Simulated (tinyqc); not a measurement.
Admittance spectroscopy of a deep trap: admittance against temperature.

Schottky contact on an n-type layer with shallow donors Nd (all ionised) and a donor-like deep trap, neutral when filled and positive when empty; depletion approximation. Traps within lam of the depletion edge stay filled. The traps at xt = W - lam, where the level crosses the Fermi level, follow a slow signal and not a fast one. w = 2 pi f.

Emission rate en = sn vth(T) Nc(T) exp(-Et/kB T) = sn g T^2 exp(-Et/kB T), g = vth Nc/(300 K)^2, as vth goes as T^0.5 and Nc as T^1.5 (degeneracy factor 1). lam = sqrt(2 eps0 eps_r (EF - ET)/(q Nd)), EF - ET = Et - (kB T/q) ln(Nc(T)/Nd), Nc(T) = Nc (T/300 K)^1.5. In the steady state at the band bending V, 2 eps0 eps_r V/q = Nd W^2 + Nt (W - lam)^2 (the second term only if W > lam). V = Vbi + Vr. C_HF = eps0 eps_r/W, C_LF = eps0 eps_r (Nd + Nt)/(Nd W + Nt xt). Inflection frequency w0 = 2 en [1 + Nt xt/(Nd W)]; C = C_HF + (C_LF - C_HF)/(1 + (w/w0)^2), G/w = (C_LF - C_HF)(w/w0)/(1 + (w/w0)^2).

Values chosen for this exercise; material values close to those of 4H silicon carbide:

| symbol | value | unit | meaning |
|---|---|---|---|
| eps_r | 9.84 |  | relative permittivity |
| Nc | 1.73e19 | cm^-3 | conduction-band density of states at 300 K |
| vth | 2e7 | cm/s | thermal velocity at 300 K |
| Nd | 1.9e15 | cm^-3 | shallow donor density |
| Vbi | 0.93 | V | built-in voltage |
| Et | 0.19 | eV | depth of the trap below the conduction edge |
| sn | 2.6e-15 | cm^2 | capture cross-section |
| Nt | 2.1e14 | cm^-3 | trap density |
| Vr | 0 | V | reverse bias |
| f | 1.1e5 | Hz | signal frequency |

Constants: q = 1.602176634e-19 C, kB = 1.380649e-23 J/K, eps0 = 8.8541878128e-14 F/cm where lengths are in cm. Results are converted to the units shown.

Admittance against temperature:
```
T (K)  w0/(2 pi) (Hz)  C (nF/cm^2)  G/w (nF/cm^2)
133              3815        12.23        0.01461
140              9693        12.24        0.03582
146           2.015e4        12.26        0.07072
153           4.421e4        12.31         0.1336
159           8.233e4        12.40         0.1796
166           1.612e5        12.52         0.1677
172           2.754e5        12.58         0.1198
179           4.930e5        12.61        0.07060
186           8.473e5        12.62        0.04032
192           1.309e6        12.62        0.02512
199           2.110e6        12.61        0.01470
```

What does the table show?

G/w goes from 0.0146 through a maximum of 0.180 (at T = 159 K among the rows listed) to 0.0147 nF/cm^2, where w0 passes the signal: w0/(2 pi) rises from 3810 to 2.11e6 Hz. C goes from 12.23 through a maximum of 12.62 (at T = 186 K among the rows listed) to 12.61 nF/cm^2.

tinyqc, about 0.01 s, one thread, Intel Xeon 2.30GHz (shared host): `OMP_NUM_THREADS=1 python tinyqc.py 2050053 2050054 out.jsonl`
